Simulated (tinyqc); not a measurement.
Read current of a NAND string, cells in series solved by shooting: one step of the calculation.

Cells in series, numbered from 0 at the source line (0 V) to the bit line, each followed by a gap resistance Rg. A cell with gate Vg, threshold VT, source Vs and drain Vd passes I = 2 nf K Vt^2 [F(Vs) - F(Vd)]/(1 + th max(Vg - VT, 0)), F(V) = ln^2(1 + exp((Vg - VT - nf V)/(2 nf Vt))). The selected cell has Vg = Vr, the others Vg = Vp.

Question. Node voltages for a trial current. For a trial current I start at 0 V and, cell by cell (the selected one is cell 3), solve for the drain: sqrt(F(Vd)) = sqrt(F(Vs) - I/k), k = 2 nf K Vt^2/(1 + th max(Vg - VT, 0)), Vd = [Vg - VT - 2 nf Vt ln(exp(sqrt F) - 1)]/nf, then add I Rg.

Inputs (values chosen for the exercise); values of the order met in vertical NAND strings: temperature T = 358 K; gain factor of a cell K = 12 uA/V^2; slope factor nf = 2.4; mobility reduction factor th = 0.19 1/V; resistance of the gap between cells Rg = 2 kohm; bit-line voltage Vbl = 0.3 V; pass voltage Vp = 7.6 V; read voltage on the selected word line Vr = 1.69 V.

Constants: q = 1.602176634e-19 C, kB = 1.380649e-23 J/K, Vt = kB T/q. Results are converted to the units shown.

second trial current = 0.54 uA
thresholds from the source end, cell 0 to 5 (V): -2.1  4.1  -2.1  1  4.1  4.1

Wanted: node voltage after each cell and gap, trial 2.

Answer.

node voltage after each cell and gap, trial 2, cell 0 to 5 (V): 0.01429  0.03715  0.05157  0.1807  0.2064  0.2327

Program tinyqc, `OMP_NUM_THREADS=1 python tinyqc.py 2142012 2142013 out.jsonl`; Intel Xeon 2.30GHz, shared host, one thread, about 0.6 s.
